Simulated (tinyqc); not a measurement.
Comparisons within one model: eight-band Kane k.p model. A value that a table varies takes the place of the one given here.

Eight-band Kane model, basis S, X, Y, Z times spin, zero of energy at the top of the unstrained valence band, c = hbar^2/2m0. Within each spin: H_SS = Eg + A c k^2, H_SX = i P kx (likewise Y, Z), H_XX = -Dso/3 + L kx^2 + M (ky^2 + kz^2), H_XY = N kx ky, and cyclic. Spin-orbit term (Dso/3) L.sigma on X, Y, Z with (L_k)_ij = -i epsilon_kij: <X+|H|Y+> = -i Dso/3, <X+|H|Z-> = Dso/3, <Y+|H|Z-> = -i Dso/3, <Z+|H|X-> = -Dso/3, <Z+|H|Y-> = i Dso/3, <X-|H|Y-> = i Dso/3, and their conjugates; + and - are the spin along z. Terms from inversion asymmetry are left out, so every level is twofold.

P = sqrt(Ep c); A = 1/me - Ep (Eg + 2 Dso/3)/(Eg (Eg + Dso)) keeps the electron mass; g1' = g1 - Ep/(3 Eg), g2' = g2 - Ep/(6 Eg), g3' = g3 - Ep/(6 Eg) remove the coupling to S that the Luttinger values already hold; L = -c (g1' + 4 g2'), M = -c (g1' - 2 g2'), N = -6 c g3'.

Constants: hbar^2/2m0 = 3.80998211 eV angstrom^2.

Inputs chosen for the exercise (near those of InSb; not measured data):
```
symbol  value   unit        meaning
Eg      0.242   eV          gap at Gamma to the s-like level
Dso     0.832   eV          spin-orbit splitting
Ep      23.3    eV          Kane energy
me      0.0141  m0          electron mass at Gamma
g1      35.05               Luttinger gamma1
g2      15.41               gamma2
g3      16.59               gamma3
kmax    0.05    1/angstrom  end of the path
```

## Non-parabolicity of the conduction band

Unstrained, along [100], six points up to kmax. Parabolic: E = c k^2/me. Two-band form: E (1 + alpha E) = c k^2/me with alpha = (1 - me)^2/Eg. The column alpha(k) solves that form for alpha with the eight-band energy. Energies from the conduction edge.

Energies:
```
|k| (1/angstrom)  parabolic (eV)  two-band (eV)  eight-band (eV)  alpha(k) (1/eV)  parabolic / eight-band
0.0083                    0.0188         0.0175           0.0176            3.885                   1.068
0.0167                    0.0751         0.0604           0.0608            3.857                   1.235
0.0250                    0.1689         0.1154           0.1167            3.825                   1.447
0.0333                    0.3002         0.1759           0.1789            3.794                   1.679
0.0417                    0.4691         0.2392           0.2443            3.766                   1.920
0.0500                    0.6755         0.3041           0.3118            3.741                   2.167
```

alpha = 4.017 1/eV

At the last point the parabola lies a factor 2.17 above the eight-band value, and the two-band form 7.7 meV below it. Even the first point is more than 5 % off the parabola. alpha(k) goes from 3.885 to 3.741 1/eV, a spread of 3.7 % over this range; the simple rule gives 4.017, 3 % above the first value, as it knows neither Dso nor the remote terms.

## Four, six or eight bands for the holes

Unstrained, along [110]. Six bands: the X, Y, Z block alone with the full g1, g2, g3 in L, M, N. Four bands: the same with Dso sent to infinity. HH, LH and SO name the pairs from the top.

Valence levels (eV):
```
|k| (1/angstrom)     HH 4     HH 6     HH 8     LH 4     LH 6     LH 8     SO 6     SO 8
0.0083            -0.0006  -0.0006  -0.0006  -0.0179  -0.0177  -0.0167  -0.8415  -0.8347
0.0167            -0.0026  -0.0026  -0.0026  -0.0716  -0.0686  -0.0568  -0.8721  -0.8429
0.0250            -0.0058  -0.0058  -0.0058  -0.1611  -0.1455  -0.1071  -0.9311  -0.8567
0.0333            -0.0103  -0.0102  -0.0102  -0.2864  -0.2354  -0.1605  -1.0315  -0.8765
0.0417            -0.0162  -0.0159  -0.0159  -0.4475  -0.3224  -0.2139  -1.1892  -0.9026
0.0500            -0.0233  -0.0228  -0.0228  -0.6444  -0.3951  -0.2657  -1.4157  -0.9353
```

At |k| = 0.0500 the heavy holes of the three models span 0.5 meV and the light holes 378.7 meV. The split-off band moves the light hole by +249.4 meV and treating the conduction band exactly moves it by +129.4 meV more; the split-off band matters more here, where the four-band light-hole energy is 0.77 times Dso and 2.66 times Eg.

## What each parameter does

Unstrained; levels at |k| = kmax along [100], all derived values formed anew. Each row changes one parameter from the base and keeps the others.

Results:
```
case             conduction (eV)  heavy hole (eV)  light hole (eV)  split-off (eV)
base                      0.5538          -0.0403          -0.2625         -0.9302
Eg = 0.2662 eV            0.5883          -0.0403          -0.2694         -0.9598
Dso = 0.9152 eV           0.5550          -0.0403          -0.2645         -1.0076
Ep = 25.63 eV             0.5631          -0.0403          -0.2705         -0.9078
me = 0.0155 m0            0.5142          -0.0403          -0.2798         -0.9343
g1 = 38.555               0.5429          -0.0737          -0.2871         -0.9615
g2 = 16.951               0.5378          -0.0109          -0.2664         -0.9397
g3 = 14.931               0.5538          -0.0403          -0.2625         -0.9302
```

The largest shifts from the base row, up to three for each result and ties (the steps differ in size, so this ranks the rows, not the parameters). conduction (eV): me -0.0396, Eg +0.0345, g2 -0.0160; unchanged at the printed digits by g3. heavy hole (eV): g1 -0.0334, g2 +0.0294; unchanged at the printed digits by Eg, Dso, Ep, me and g3. light hole (eV): g1 -0.0246, me -0.0173, Ep -0.0080; unchanged at the printed digits by g3. split-off (eV): Dso -0.0774, g1 -0.0313, Eg -0.0296; unchanged at the printed digits by g3. Along [100] the heavy hole does not couple to S or to g3, so it follows g1 - 2 g2 alone.

Run: tinyqc, `OMP_NUM_THREADS=1 python tinyqc.py 1050442 1050443 out.jsonl`; Intel(R) Xeon(R) Processor @ 2.30GHz, one thread, shared host; about 0.01 s of CPU time with all checks.
